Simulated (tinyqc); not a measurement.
## Projection against the Weibull slope

Defects are spread at random, so -ln(1 - F) is proportional to the area: t63(A2) = t63 (A1/A2)^(1/beta), and the time to the share Fp is t63(A2) (-ln(1 - Fp))^(1/beta).

Parameters, values chosen for the exercise:
- A1 = 3.6 um^2 (area of a test capacitor)
- A2 = 6.8e6 um^2 (gate area of the product)
- Fp = 1e-6 (allowed share of failed products)
- t63 = 180 s (characteristic time of a test capacitor)

Projection against the Weibull slope:
```
beta,t63 of the product (s),time to Fp (s),decades lost to area,decades lost to the percentile
0.6,6.236e-9,6.236e-19,10.46,10.00
1.02,1.265e-4,1.659e-10,6.153,5.882
1.45,0.008450,6.151e-7,4.328,4.138
1.88,0.08258,5.313e-5,3.338,3.191
2.3,0.3361,8.275e-4,2.729,2.609
2.73,0.9043,0.005734,2.299,2.198
3.15,1.832,0.02281,1.992,1.905
3.58,3.178,0.06701,1.753,1.676
4,4.855,0.1535,1.569,1.500
```

Both losses go as 1/beta: together 20.5 decades at beta = 0.6 and 3.07 at 4. For small Fp only the ratio Fp/A2 counts, so ten times the area costs as much as a tenth of Fp.

tinyqc, about 0.01 s, one thread, Intel Xeon 2.30GHz (shared host): `OMP_NUM_THREADS=1 python tinyqc.py 2070057 2070058 out.jsonl`
